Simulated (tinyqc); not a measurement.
Worked calculation (part 2 of 3): UHF in the 6-31g basis, for H4+, spin multiplicity 2. Computed by tinyqc, a small Python program that keeps every step (integrals from PySCF). Command: `OMP_NUM_THREADS=1 python tinyqc.py 20504 20505 out.jsonl` (the two numbers bound the seeds that draw the settings). One thread of a shared host (Intel(R) Xeon(R) Processor @ 2.60GHz), about 0.1 s of CPU time with the checks.

Geometry (angstrom):
```
atom,x,y,z
H,0.00000,0.00000,0.00000
H,0.00000,0.00000,1.13200
H,0.00000,1.47200,0.00000
H,0.00000,1.47200,1.13200
```

## Iteration 1: diagonalisation and new density

F(alpha) (hartree):
```
,1H 1s,1H 2s,2H 1s,2H 2s,3H 1s,3H 2s,4H 1s,4H 2s
1H 1s,-0.35581,-0.68539,-0.46901,-0.54272,-0.12427,-0.30404,-0.05236,-0.22750
1H 2s,-0.68539,-0.67403,-0.54272,-0.62215,-0.30404,-0.45410,-0.22750,-0.40357
2H 1s,-0.46901,-0.54272,-0.35581,-0.68539,-0.05236,-0.22750,-0.12427,-0.30404
2H 2s,-0.54272,-0.62215,-0.68539,-0.67403,-0.22750,-0.40357,-0.30404,-0.45410
3H 1s,-0.12427,-0.30404,-0.05236,-0.22750,-0.35581,-0.68539,-0.46901,-0.54272
3H 2s,-0.30404,-0.45410,-0.22750,-0.40357,-0.68539,-0.67403,-0.54272,-0.62215
4H 1s,-0.05236,-0.22750,-0.12427,-0.30404,-0.46901,-0.54272,-0.35581,-0.68539
4H 2s,-0.22750,-0.40357,-0.30404,-0.45410,-0.54272,-0.62215,-0.68539,-0.67403
```

F(beta) (hartree):
```
,1H 1s,1H 2s,2H 1s,2H 2s,3H 1s,3H 2s,4H 1s,4H 2s
1H 1s,-0.11262,-0.52561,-0.32973,-0.41333,-0.20142,-0.32894,-0.12113,-0.25704
1H 2s,-0.52561,-0.54696,-0.41333,-0.50643,-0.32894,-0.44892,-0.25704,-0.40240
2H 1s,-0.32973,-0.41333,-0.11262,-0.52561,-0.12113,-0.25704,-0.20142,-0.32894
2H 2s,-0.41333,-0.50643,-0.52561,-0.54696,-0.25704,-0.40240,-0.32894,-0.44892
3H 1s,-0.20142,-0.32894,-0.12113,-0.25704,-0.11262,-0.52561,-0.32973,-0.41333
3H 2s,-0.32894,-0.44892,-0.25704,-0.40240,-0.52561,-0.54696,-0.41333,-0.50643
4H 1s,-0.12113,-0.25704,-0.20142,-0.32894,-0.32973,-0.41333,-0.11262,-0.52561
4H 2s,-0.25704,-0.40240,-0.32894,-0.44892,-0.41333,-0.50643,-0.52561,-0.54696
```

X:
```
,1,2,3,4,5,6,7,8
1H 1s,-0.44449,-0.56349,-0.58791,0.68582,0.52952,0.40032,0.30970,0.14255
1H 2s,1.60151,0.90209,0.74967,-0.42966,0.14697,0.25006,0.24288,0.22754
2H 1s,0.44449,0.56349,-0.58791,0.68582,-0.52952,-0.40032,0.30970,0.14255
2H 2s,-1.60151,-0.90209,0.74967,-0.42966,-0.14697,-0.25006,0.24288,0.22754
3H 1s,0.44449,-0.56349,0.58791,0.68582,-0.52952,0.40032,-0.30970,0.14255
3H 2s,-1.60151,0.90209,-0.74967,-0.42966,-0.14697,0.25006,-0.24288,0.22754
4H 1s,-0.44449,0.56349,0.58791,0.68582,0.52952,-0.40032,-0.30970,0.14255
4H 2s,1.60151,-0.90209,-0.74967,-0.42966,0.14697,-0.25006,-0.24288,0.22754
```

Diagonalise F' = X^T F X, C = X C', fill 2 alpha and 1 beta electrons from the bottom; D(s) = C_occ C_occ^T. Each column has its largest component positive (the first on a tie).

F' = X^T F X (alpha) (hartree):
```
,1,2,3,4,5,6,7,8
1,0.50905,0.00000,0.00000,0.00000,-0.38258,0.00000,0.00000,0.00000
2,0.00000,0.61046,0.00000,0.00000,0.00000,-0.32275,0.00000,0.00000
3,0.00000,0.00000,0.57413,0.00000,0.00000,0.00000,-0.09635,0.00000
4,0.00000,0.00000,0.00000,0.67352,0.00000,0.00000,0.00000,-0.21662
5,-0.38258,0.00000,0.00000,0.00000,0.16632,0.00000,0.00000,0.00000
6,0.00000,-0.32275,0.00000,0.00000,0.00000,-0.17469,0.00000,0.00000
7,0.00000,0.00000,-0.09635,0.00000,0.00000,0.00000,-0.77132,0.00000
8,0.00000,0.00000,0.00000,-0.21662,0.00000,0.00000,0.00000,-0.98412
```

orbital energies (alpha) (hartree): MO1 -1.01196, MO2 -0.77819, MO3 -0.29032, MO4 -0.08152, MO5 0.58099, MO6 0.70136, MO7 0.72610, MO8 0.75690

coefficients C (alpha):
```
,MO1,MO2,MO3,MO4,MO5,MO6,MO7,MO8
1H 1s,0.22882,0.26714,0.18679,0.20274,-0.60843,0.66205,-0.66549,-0.66095
1H 2s,0.17092,0.29554,0.53968,0.99409,0.73051,-0.45516,0.76488,1.26421
2H 1s,0.22882,0.26714,-0.18679,-0.20274,-0.60843,0.66205,0.66549,0.66095
2H 2s,0.17092,0.29554,-0.53968,-0.99409,0.73051,-0.45516,-0.76488,-1.26421
3H 1s,0.22882,-0.26714,0.18679,-0.20274,0.60843,0.66205,-0.66549,0.66095
3H 2s,0.17092,-0.29554,0.53968,-0.99409,-0.73051,-0.45516,0.76488,-1.26421
4H 1s,0.22882,-0.26714,-0.18679,0.20274,0.60843,0.66205,0.66549,-0.66095
4H 2s,0.17092,-0.29554,-0.53968,0.99409,-0.73051,-0.45516,-0.76488,1.26421
```

F' = X^T F X (beta) (hartree):
```
,1,2,3,4,5,6,7,8
1,0.52642,0.00000,0.00000,0.00000,-0.40079,0.00000,0.00000,0.00000
2,0.00000,0.63943,0.00000,0.00000,0.00000,-0.36423,0.00000,0.00000
3,0.00000,0.00000,0.62464,0.00000,0.00000,0.00000,-0.18612,0.00000
4,0.00000,0.00000,0.00000,0.74924,0.00000,0.00000,0.00000,-0.13253
5,-0.40079,0.00000,0.00000,0.00000,0.30892,0.00000,0.00000,0.00000
6,0.00000,-0.36423,0.00000,0.00000,0.00000,-0.08155,0.00000,0.00000
7,0.00000,0.00000,-0.18612,0.00000,0.00000,0.00000,-0.30604,0.00000
8,0.00000,0.00000,0.00000,-0.13253,0.00000,0.00000,0.00000,-0.85237
```

orbital energies (beta) (hartree): MO1 -0.86327, MO2 -0.34189, MO3 -0.23353, MO4 0.00239, MO5 0.66048, MO6 0.76013, MO7 0.79140, MO8 0.83295

coefficients C (beta):
```
,MO1,MO2,MO3,MO4,MO5,MO6,MO7,MO8
1H 1s,0.19825,0.19295,0.15247,0.15057,-0.63587,0.67184,-0.67419,-0.67475
1H 2s,0.19158,0.38026,0.57814,1.08967,0.69022,-0.44686,0.73624,1.18282
2H 1s,0.19825,0.19295,-0.15247,-0.15057,-0.63587,0.67184,0.67419,0.67475
2H 2s,0.19158,0.38026,-0.57814,-1.08967,0.69022,-0.44686,-0.73624,-1.18282
3H 1s,0.19825,-0.19295,0.15247,-0.15057,0.63587,0.67184,-0.67419,0.67475
3H 2s,0.19158,-0.38026,0.57814,-1.08967,-0.69022,-0.44686,0.73624,-1.18282
4H 1s,0.19825,-0.19295,-0.15247,0.15057,0.63587,0.67184,0.67419,-0.67475
4H 2s,0.19158,-0.38026,-0.57814,1.08967,-0.69022,-0.44686,-0.73624,1.18282
```

D(alpha) after iteration 1:
```
,1H 1s,1H 2s,2H 1s,2H 2s,3H 1s,3H 2s,4H 1s,4H 2s
1H 1s,0.12372,0.11806,0.12372,0.11806,-0.01901,-0.03984,-0.01901,-0.03984
1H 2s,0.11806,0.11656,0.11806,0.11656,-0.03984,-0.05813,-0.03984,-0.05813
2H 1s,0.12372,0.11806,0.12372,0.11806,-0.01901,-0.03984,-0.01901,-0.03984
2H 2s,0.11806,0.11656,0.11806,0.11656,-0.03984,-0.05813,-0.03984,-0.05813
3H 1s,-0.01901,-0.03984,-0.01901,-0.03984,0.12372,0.11806,0.12372,0.11806
3H 2s,-0.03984,-0.05813,-0.03984,-0.05813,0.11806,0.11656,0.11806,0.11656
4H 1s,-0.01901,-0.03984,-0.01901,-0.03984,0.12372,0.11806,0.12372,0.11806
4H 2s,-0.03984,-0.05813,-0.03984,-0.05813,0.11806,0.11656,0.11806,0.11656
```

D(beta) after iteration 1:
```
,1H 1s,1H 2s,2H 1s,2H 2s,3H 1s,3H 2s,4H 1s,4H 2s
1H 1s,0.03930,0.03798,0.03930,0.03798,0.03930,0.03798,0.03930,0.03798
1H 2s,0.03798,0.03670,0.03798,0.03670,0.03798,0.03670,0.03798,0.03670
2H 1s,0.03930,0.03798,0.03930,0.03798,0.03930,0.03798,0.03930,0.03798
2H 2s,0.03798,0.03670,0.03798,0.03670,0.03798,0.03670,0.03798,0.03670
3H 1s,0.03930,0.03798,0.03930,0.03798,0.03930,0.03798,0.03930,0.03798
3H 2s,0.03798,0.03670,0.03798,0.03670,0.03798,0.03670,0.03798,0.03670
4H 1s,0.03930,0.03798,0.03930,0.03798,0.03930,0.03798,0.03930,0.03798
4H 2s,0.03798,0.03670,0.03798,0.03670,0.03798,0.03670,0.03798,0.03670
```

## Iteration 2: building the Fock matrix

core Hamiltonian H = T + V (hartree):
```
,1H 1s,1H 2s,2H 1s,2H 2s,3H 1s,3H 2s,4H 1s,4H 2s
1H 1s,-1.36930,-1.21262,-0.46164,-0.74159,-0.18251,-0.50564,-0.05269,-0.30625
1H 2s,-1.21262,-1.46025,-0.74159,-1.11842,-0.50564,-0.89443,-0.30625,-0.68021
2H 1s,-0.46164,-0.74159,-1.36930,-1.21262,-0.05269,-0.30625,-0.18251,-0.50564
2H 2s,-0.74159,-1.11842,-1.21262,-1.46025,-0.30625,-0.68021,-0.50564,-0.89443
3H 1s,-0.18251,-0.50564,-0.05269,-0.30625,-1.36930,-1.21262,-0.46164,-0.74159
3H 2s,-0.50564,-0.89443,-0.30625,-0.68021,-1.21262,-1.46025,-0.74159,-1.11842
4H 1s,-0.05269,-0.30625,-0.18251,-0.50564,-0.46164,-0.74159,-1.36930,-1.21262
4H 2s,-0.30625,-0.68021,-0.50564,-0.89443,-0.74159,-1.11842,-1.21262,-1.46025
```

nuclear repulsion = 2.2238798 hartree

Given earlier and not repeated: Two-electron integrals (ij|kl) in chemists' order.

J_ij = sum D_kl (ij|kl) with D = D(alpha) + D(beta), K_ij = sum D_kl (ik|jl) for each spin; F = H + J - K(s); E = tr D H + tr D J / 2 - 0.5 sum_s tr D(s) K(s) + E_nn.

Coulomb J (hartree):
```
,1H 1s,1H 2s,2H 1s,2H 2s,3H 1s,3H 2s,4H 1s,4H 2s
1H 1s,1.45364,0.89432,0.27047,0.50949,0.08851,0.33419,0.02083,0.19104
1H 2s,0.89432,1.16033,0.50949,0.84545,0.33419,0.66082,0.19104,0.48248
2H 1s,0.27047,0.50949,1.45364,0.89432,0.02083,0.19104,0.08851,0.33419
2H 2s,0.50949,0.84545,0.89432,1.16033,0.19104,0.48248,0.33419,0.66082
3H 1s,0.08851,0.33419,0.02083,0.19104,1.45364,0.89432,0.27047,0.50949
3H 2s,0.33419,0.66082,0.19104,0.48248,0.89432,1.16033,0.50949,0.84545
4H 1s,0.02083,0.19104,0.08851,0.33419,0.27047,0.50949,1.45364,0.89432
4H 2s,0.19104,0.48248,0.33419,0.66082,0.50949,0.84545,0.89432,1.16033
```

exchange K(alpha) (hartree):
```
,1H 1s,1H 2s,2H 1s,2H 2s,3H 1s,3H 2s,4H 1s,4H 2s
1H 1s,0.45286,0.38074,0.27038,0.31771,0.03496,0.13807,0.02340,0.11522
1H 2s,0.38074,0.40087,0.31771,0.37136,0.13807,0.23351,0.11522,0.21616
2H 1s,0.27038,0.31771,0.45286,0.38074,0.02340,0.11522,0.03496,0.13807
2H 2s,0.31771,0.37136,0.38074,0.40087,0.11522,0.21616,0.13807,0.23351
3H 1s,0.03496,0.13807,0.02340,0.11522,0.45286,0.38074,0.27038,0.31771
3H 2s,0.13807,0.23351,0.11522,0.21616,0.38074,0.40087,0.31771,0.37136
4H 1s,0.02340,0.11522,0.03496,0.13807,0.27038,0.31771,0.45286,0.38074
4H 2s,0.11522,0.21616,0.13807,0.23351,0.31771,0.37136,0.38074,0.40087
```

exchange K(beta) (hartree):
```
,1H 1s,1H 2s,2H 1s,2H 2s,3H 1s,3H 2s,4H 1s,4H 2s
1H 1s,0.21903,0.22180,0.13513,0.18844,0.10268,0.16246,0.08412,0.14397
1H 2s,0.22180,0.27378,0.18844,0.25553,0.16246,0.23518,0.14397,0.22138
2H 1s,0.13513,0.18844,0.21903,0.22180,0.08412,0.14397,0.10268,0.16246
2H 2s,0.18844,0.25553,0.22180,0.27378,0.14397,0.22138,0.16246,0.23518
3H 1s,0.10268,0.16246,0.08412,0.14397,0.21903,0.22180,0.13513,0.18844
3H 2s,0.16246,0.23518,0.14397,0.22138,0.22180,0.27378,0.18844,0.25553
4H 1s,0.08412,0.14397,0.10268,0.16246,0.13513,0.18844,0.21903,0.22180
4H 2s,0.14397,0.22138,0.16246,0.23518,0.18844,0.25553,0.22180,0.27378
```

F(alpha) (hartree):
```
,1H 1s,1H 2s,2H 1s,2H 2s,3H 1s,3H 2s,4H 1s,4H 2s
1H 1s,-0.36852,-0.69904,-0.46155,-0.54981,-0.12896,-0.30952,-0.05526,-0.23043
1H 2s,-0.69904,-0.70079,-0.54981,-0.64432,-0.30952,-0.46712,-0.23043,-0.41390
2H 1s,-0.46155,-0.54981,-0.36852,-0.69904,-0.05526,-0.23043,-0.12896,-0.30952
2H 2s,-0.54981,-0.64432,-0.69904,-0.70079,-0.23043,-0.41390,-0.30952,-0.46712
3H 1s,-0.12896,-0.30952,-0.05526,-0.23043,-0.36852,-0.69904,-0.46155,-0.54981
3H 2s,-0.30952,-0.46712,-0.23043,-0.41390,-0.69904,-0.70079,-0.54981,-0.64432
4H 1s,-0.05526,-0.23043,-0.12896,-0.30952,-0.46155,-0.54981,-0.36852,-0.69904
4H 2s,-0.23043,-0.41390,-0.30952,-0.46712,-0.54981,-0.64432,-0.69904,-0.70079
```

F(beta) (hartree):
```
,1H 1s,1H 2s,2H 1s,2H 2s,3H 1s,3H 2s,4H 1s,4H 2s
1H 1s,-0.13468,-0.54009,-0.32631,-0.42054,-0.19667,-0.33392,-0.11598,-0.25918
1H 2s,-0.54009,-0.57370,-0.42054,-0.52850,-0.33392,-0.46879,-0.25918,-0.41911
2H 1s,-0.32631,-0.42054,-0.13468,-0.54009,-0.11598,-0.25918,-0.19667,-0.33392
2H 2s,-0.42054,-0.52850,-0.54009,-0.57370,-0.25918,-0.41911,-0.33392,-0.46879
3H 1s,-0.19667,-0.33392,-0.11598,-0.25918,-0.13468,-0.54009,-0.32631,-0.42054
3H 2s,-0.33392,-0.46879,-0.25918,-0.41911,-0.54009,-0.57370,-0.42054,-0.52850
4H 1s,-0.11598,-0.25918,-0.19667,-0.33392,-0.32631,-0.42054,-0.13468,-0.54009
4H 2s,-0.25918,-0.41911,-0.33392,-0.46879,-0.42054,-0.52850,-0.54009,-0.57370
```

total energy of this density = -1.6754995 hartree

## Iteration 2: DIIS over 2 matrices

error matrix X^T (FDS - SDF) X (alpha):
```
,1,2,3,4,5,6,7,8
1,0.00000,0.00000,0.00000,0.00000,0.00000,0.00000,0.00000,0.00000
2,0.00000,0.00000,0.00000,0.00000,0.00000,0.00000,0.00000,0.00000
3,0.00000,0.00000,0.00000,0.00000,0.00000,0.00000,-0.02437,0.00000
4,0.00000,0.00000,0.00000,0.00000,0.00000,0.00000,0.00000,0.01367
5,0.00000,0.00000,0.00000,0.00000,0.00000,0.00000,0.00000,0.00000
6,0.00000,0.00000,0.00000,0.00000,0.00000,0.00000,0.00000,0.00000
7,0.00000,0.00000,0.02437,0.00000,0.00000,0.00000,0.00000,0.00000
8,0.00000,0.00000,0.00000,-0.01367,0.00000,0.00000,0.00000,0.00000
```

B (overlaps of the stored error matrices):
```
,1,2
1,8.2019797e-02,1.3720466e-02
2,1.3720466e-02,2.3572206e-03
```

Minimise |sum c_i e_i|^2 with sum c_i = 1: solve [B -1; -1 0][c; lambda] = [0; -1] with B_ij = tr e_i^T e_j summed over both spins, and take F = sum c_i F_i.

DIIS coefficients: -0.19958  1.19958

extrapolated F(alpha) (hartree):
```
,1H 1s,1H 2s,2H 1s,2H 2s,3H 1s,3H 2s,4H 1s,4H 2s
1H 1s,-0.37105,-0.70176,-0.46006,-0.55122,-0.12989,-0.31062,-0.05583,-0.23101
1H 2s,-0.70176,-0.70613,-0.55122,-0.64875,-0.31062,-0.46972,-0.23101,-0.41596
2H 1s,-0.46006,-0.55122,-0.37105,-0.70176,-0.05583,-0.23101,-0.12989,-0.31062
2H 2s,-0.55122,-0.64875,-0.70176,-0.70613,-0.23101,-0.41596,-0.31062,-0.46972
3H 1s,-0.12989,-0.31062,-0.05583,-0.23101,-0.37105,-0.70176,-0.46006,-0.55122
3H 2s,-0.31062,-0.46972,-0.23101,-0.41596,-0.70176,-0.70613,-0.55122,-0.64875
4H 1s,-0.05583,-0.23101,-0.12989,-0.31062,-0.46006,-0.55122,-0.37105,-0.70176
4H 2s,-0.23101,-0.41596,-0.31062,-0.46972,-0.55122,-0.64875,-0.70176,-0.70613
```

extrapolated F(beta) (hartree):
```
,1H 1s,1H 2s,2H 1s,2H 2s,3H 1s,3H 2s,4H 1s,4H 2s
1H 1s,-0.13909,-0.54298,-0.32562,-0.42198,-0.19573,-0.33491,-0.11495,-0.25961
1H 2s,-0.54298,-0.57903,-0.42198,-0.53290,-0.33491,-0.47275,-0.25961,-0.42244
2H 1s,-0.32562,-0.42198,-0.13909,-0.54298,-0.11495,-0.25961,-0.19573,-0.33491
2H 2s,-0.42198,-0.53290,-0.54298,-0.57903,-0.25961,-0.42244,-0.33491,-0.47275
3H 1s,-0.19573,-0.33491,-0.11495,-0.25961,-0.13909,-0.54298,-0.32562,-0.42198
3H 2s,-0.33491,-0.47275,-0.25961,-0.42244,-0.54298,-0.57903,-0.42198,-0.53290
4H 1s,-0.11495,-0.25961,-0.19573,-0.33491,-0.32562,-0.42198,-0.13909,-0.54298
4H 2s,-0.25961,-0.42244,-0.33491,-0.47275,-0.42198,-0.53290,-0.54298,-0.57903
```

## Iteration 2: diagonalisation and new density

As before.

F' = X^T F X (alpha) (hartree):
```
,1,2,3,4,5,6,7,8
1,0.49564,0.00000,0.00000,0.00000,-0.37902,0.00000,0.00000,0.00000
2,0.00000,0.59309,0.00000,0.00000,0.00000,-0.31651,0.00000,0.00000
3,0.00000,0.00000,0.56108,0.00000,0.00000,0.00000,-0.12602,0.00000
4,0.00000,0.00000,0.00000,0.66297,0.00000,0.00000,0.00000,-0.20199
5,-0.37902,0.00000,0.00000,0.00000,0.13842,0.00000,0.00000,0.00000
6,0.00000,-0.31651,0.00000,0.00000,0.00000,-0.20252,0.00000,0.00000
7,0.00000,0.00000,-0.12602,0.00000,0.00000,0.00000,-0.78639,0.00000
8,0.00000,0.00000,0.00000,-0.20199,0.00000,0.00000,0.00000,-1.01239
```

orbital energies (alpha) (hartree): MO1 -1.03640, MO2 -0.79808, MO3 -0.31307, MO4 -0.10197, MO5 0.57276, MO6 0.68698, MO7 0.70364, MO8 0.73603

coefficients C (alpha):
```
,MO1,MO2,MO3,MO4,MO5,MO6,MO7,MO8
1H 1s,0.22251,0.25411,0.19212,0.20910,-0.61399,0.66420,-0.66398,-0.65897
1H 2s,0.17524,0.31105,0.53354,0.98186,0.72404,-0.45351,0.76917,1.27373
2H 1s,0.22251,0.25411,-0.19212,-0.20910,-0.61399,0.66420,0.66398,0.65897
2H 2s,0.17524,0.31105,-0.53354,-0.98186,0.72404,-0.45351,-0.76917,-1.27373
3H 1s,0.22251,-0.25411,0.19212,-0.20910,0.61399,0.66420,-0.66398,0.65897
3H 2s,0.17524,-0.31105,0.53354,-0.98186,-0.72404,-0.45351,0.76917,-1.27373
4H 1s,0.22251,-0.25411,-0.19212,0.20910,0.61399,0.66420,0.66398,-0.65897
4H 2s,0.17524,-0.31105,-0.53354,0.98186,-0.72404,-0.45351,-0.76917,1.27373
```

F' = X^T F X (beta) (hartree):
```
,1,2,3,4,5,6,7,8
1,0.51433,0.00000,0.00000,0.00000,-0.39079,0.00000,0.00000,0.00000
2,0.00000,0.61866,0.00000,0.00000,0.00000,-0.35536,0.00000,0.00000
3,0.00000,0.00000,0.60597,0.00000,0.00000,0.00000,-0.17812,0.00000
4,0.00000,0.00000,0.00000,0.73531,0.00000,0.00000,0.00000,-0.10969
5,-0.39079,0.00000,0.00000,0.00000,0.27172,0.00000,0.00000,0.00000
6,0.00000,-0.35536,0.00000,0.00000,0.00000,-0.11353,0.00000,0.00000
7,0.00000,0.00000,-0.17812,0.00000,0.00000,0.00000,-0.33316,0.00000
8,0.00000,0.00000,0.00000,-0.10969,0.00000,0.00000,0.00000,-0.88341
```

orbital energies (beta) (hartree): MO1 -0.89080, MO2 -0.36580, MO3 -0.25764, MO4 -0.01616, MO5 0.63861, MO6 0.74271, MO7 0.76277, MO8 0.80221

coefficients C (beta):
```
,MO1,MO2,MO3,MO4,MO5,MO6,MO7,MO8
1H 1s,0.18839,0.19864,0.15922,0.16270,-0.63411,0.67467,-0.67262,-0.67193
1H 2s,0.19811,0.37405,0.57074,1.06819,0.69360,-0.44400,0.74199,1.20225
2H 1s,0.18839,0.19864,-0.15922,-0.16270,-0.63411,0.67467,0.67262,0.67193
2H 2s,0.19811,0.37405,-0.57074,-1.06819,0.69360,-0.44400,-0.74199,-1.20225
3H 1s,0.18839,-0.19864,0.15922,-0.16270,0.63411,0.67467,-0.67262,0.67193
3H 2s,0.19811,-0.37405,0.57074,-1.06819,-0.69360,-0.44400,0.74199,-1.20225
4H 1s,0.18839,-0.19864,-0.15922,0.16270,0.63411,0.67467,0.67262,-0.67193
4H 2s,0.19811,-0.37405,-0.57074,1.06819,-0.69360,-0.44400,-0.74199,1.20225
```

D(alpha) after iteration 2:
```
,1H 1s,1H 2s,2H 1s,2H 2s,3H 1s,3H 2s,4H 1s,4H 2s
1H 1s,0.11408,0.11803,0.11408,0.11803,-0.01506,-0.04005,-0.01506,-0.04005
1H 2s,0.11803,0.12746,0.11803,0.12746,-0.04005,-0.06604,-0.04005,-0.06604
2H 1s,0.11408,0.11803,0.11408,0.11803,-0.01506,-0.04005,-0.01506,-0.04005
2H 2s,0.11803,0.12746,0.11803,0.12746,-0.04005,-0.06604,-0.04005,-0.06604
3H 1s,-0.01506,-0.04005,-0.01506,-0.04005,0.11408,0.11803,0.11408,0.11803
3H 2s,-0.04005,-0.06604,-0.04005,-0.06604,0.11803,0.12746,0.11803,0.12746
4H 1s,-0.01506,-0.04005,-0.01506,-0.04005,0.11408,0.11803,0.11408,0.11803
4H 2s,-0.04005,-0.06604,-0.04005,-0.06604,0.11803,0.12746,0.11803,0.12746
```

D(beta) after iteration 2:
```
,1H 1s,1H 2s,2H 1s,2H 2s,3H 1s,3H 2s,4H 1s,4H 2s
1H 1s,0.03549,0.03732,0.03549,0.03732,0.03549,0.03732,0.03549,0.03732
1H 2s,0.03732,0.03925,0.03732,0.03925,0.03732,0.03925,0.03732,0.03925
2H 1s,0.03549,0.03732,0.03549,0.03732,0.03549,0.03732,0.03549,0.03732
2H 2s,0.03732,0.03925,0.03732,0.03925,0.03732,0.03925,0.03732,0.03925
3H 1s,0.03549,0.03732,0.03549,0.03732,0.03549,0.03732,0.03549,0.03732
3H 2s,0.03732,0.03925,0.03732,0.03925,0.03732,0.03925,0.03732,0.03925
4H 1s,0.03549,0.03732,0.03549,0.03732,0.03549,0.03732,0.03549,0.03732
4H 2s,0.03732,0.03925,0.03732,0.03925,0.03732,0.03925,0.03732,0.03925
```
